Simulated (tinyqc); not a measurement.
Full result against the linear law: strain, valley repopulation and piezoresistance in a many-valley conduction band. Computed by tinyqc, a small Python program. Command: `OMP_NUM_THREADS=1 python tinyqc.py 3011079 3011080 out.jsonl valleys walk`. One thread of a shared host (Intel(R) Xeon(R) Processor @ 2.30GHz), about 0.03 s of CPU time with the checks.

Valleys are ellipsoids with mass m_l along the axis a and m_t across it, parabolic, with one constant relaxation time; strain shifts the valleys and leaves the masses alone. Currents are taken along [110], along the load, and along [001], across the load.

Inputs (values chosen for the exercise, modelled on silicon):
```
quantity                               value    unit
longitudinal mass m_l                  0.937     m_0
transverse mass m_t                    0.193     m_0
shear deformation potential Xi_u        9.21      eV
dilation deformation potential Xi_d      1.1      eV
C11                                      166     GPa
C12                                     63.5     GPa
C44                                     78.8     GPa
electron density n                   4.4e+17  1/cm^3
relaxation time tau                      200      fs
temperature T                            150       K
```

Valley axes: <100> (6 valleys in 3 pairs). Load: uniaxial [110].

Constants: k_B = 8.617333262e-05 eV/K; m_0 = 9.1093837015e-31 kg; k_B = 1.380649e-23 J/K; hbar = 1.054571817e-34 J s; e = 1.602176634e-19 C.

Method:
- Each of the 6 valleys holds n_v = N_v (2/sqrt(pi)) F_1/2((E_F - dE_v)/(k_B T)), N_v = 2 (m_d k_B T/(2 pi hbar^2))^(3/2), m_d = (m_l m_t^2)^(1/3); E_F solves sum n_v = n and is counted from the unstrained edge.
- F_j(eta) = int_0^infinity x^j/(1 + exp(x - eta)) dx, without a gamma-function factor. It is evaluated after integrating by parts.
- Integrals over x = E/(k_B T) use 160 Gauss-Legendre points in u = sqrt(x) from 0 to sqrt(max(eta, 0) + 32).
- With eta_0 the reduced Fermi level without strain, r = F_-1/2(eta_0)/(2 F_1/2(eta_0)) (1 for a classical gas) and c = r (Xi_u/k_B T) (m_l - m_t)/(2 m_l + m_t): pi11 = -(2/3) c (S11 - S12), pi12 = -pi11/2, pi44 = 0, with S11 - S12 = 1/(C11 - C12).
- Compliances S11 = (C11 + C12)/((C11 - C12)(C11 + 2 C12)), S12 = -C12/((C11 - C12)(C11 + 2 C12)), S44 = 1/C44; stress sigma_ij = X n_i n_j for the unit vector n of the load; e_xx = S11 sigma_xx + S12 (sigma_yy + sigma_zz), e_xy = S44 sigma_xy/2 (tensor strain).
- Herring-Vogt shift of a valley with unit axis a: dE = Xi_d tr(e) + Xi_u a.e.a.
- Mobility tensor mu = e tau sum_v (n_v/n) [1/m_t + (1/m_l - 1/m_t) a a^T]; unstrained mu_0 = e tau (1/m_l + 2/m_t)/3; resistivity along d from the inverse tensor, rho_d = d.mu^-1.d/(n e), mobility along d = 1/(d.mu^-1.d); gauge pi_d = (rho_d/rho_0 - 1)/X.
- Linear theory: pi_l = (pi11 + pi12 + pi44)/2, pi_t = pi12 along [001].

pi11 = -164.241 1e-11/Pa

pi12 = 82.1203 1e-11/Pa

pi44 = 0 1e-11/Pa

Resistance changes (%); at 2000 MPa the strain is near or above 1 %, where band warping, left out here, matters:
```
X (MPa)  splitting (meV)  largest share  first direction   linear  second direction   linear
-2000             89.854        0.49976           21.908   82.120            -26.44  -164.24
-1000             44.927        0.49221           20.709   41.060            -25.55   -82.12
-400              17.971        0.44387           13.554   16.424            -19.27   -32.85
-150               6.739        0.38491            5.897    6.159            -10.02   -12.32
-50                2.246        0.35178            2.033    2.053             -3.83    -4.11
50                 2.246        0.37236           -2.064   -2.053              4.40     4.11
150                6.739        0.45503           -6.166   -6.159             15.13    12.32
400               17.971        0.66240          -15.086  -16.424             55.12    32.85
1000              44.927        0.93934          -24.653  -41.060            189.34    82.12
2000              89.854        0.99800          -26.409  -82.120            254.26   164.24
```

What follows from these numbers?

Along the first direction the linear law holds within 10 % for 5 of the 10 stresses, at -150, -50.0, 50.0, 150, 400 MPa. At the largest compression the full change is +21.9 % against the linear +82.1 %, at the largest tension -26.4 % against -82.1 %: once the splitting is comparable with k_B T (or E_F) the populations no longer follow it linearly, and the change must saturate when the upper valleys are empty.

Extremes, crossings and ranges named in words are read from the listed rows.
